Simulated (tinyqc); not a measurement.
Collinear exchange A + BC -> AB + C on a London-Eyring-Polanyi-Sato surface: saddle, string of images and rate: one step, computed by the program tinyqc. Command: `OMP_NUM_THREADS=1 python tinyqc.py 3112723 3112724 out.jsonl leps walk`. One thread of a shared host (Intel(R) Xeon(R) Processor @ 2.30GHz), about 0.04 s of CPU time with the checks.

x = r(AB), y = r(BC), r(AC) = x + y. V is counted from separated atoms, the barrier from A + BC, that is V + D(BC).

Question. One point of the surface. For each pair, with u = exp(-beta (r - r0)): Q = D [(3 + S) u^2 - (2 + 6 S) u]/(4 (1 + S)), J = D [(1 + 3 S) u^2 - (6 + 2 S) u]/(4 (1 + S)); V = Q1 + Q2 + Q3 - sqrt(((J1 - J2)^2 + (J2 - J3)^2 + (J3 - J1)^2)/2). Take x = r0(AB) + 0.3 and y = r0(BC) + 0.1 angstrom.

Inputs (values chosen for the exercise, for a model exchange):
```
quantity,value,unit
D(AB),4.77,eV
r0(AB),1.17,angstrom
beta(AB),2.09,1/angstrom
D(BC),4.86,eV
r0(BC),0.925,angstrom
beta(BC),1.8,1/angstrom
D(AC),3.38,eV
r0(AC),1.27,angstrom
beta(AC),1.5,1/angstrom
Sato parameter S,0.16,-
```

Give: the table «Pair terms» with the columns u, Q (eV), J (eV), for pair = AB, BC, AC; V.

Answer.

Pair terms:
```
pair,u,Q (eV),J (eV)
AB,0.5342,-0.6985,-3.037
BC,0.8353,-0.2804,-4.448
AC,0.1592,-0.2849,-0.706
```

V = -4.537 eV
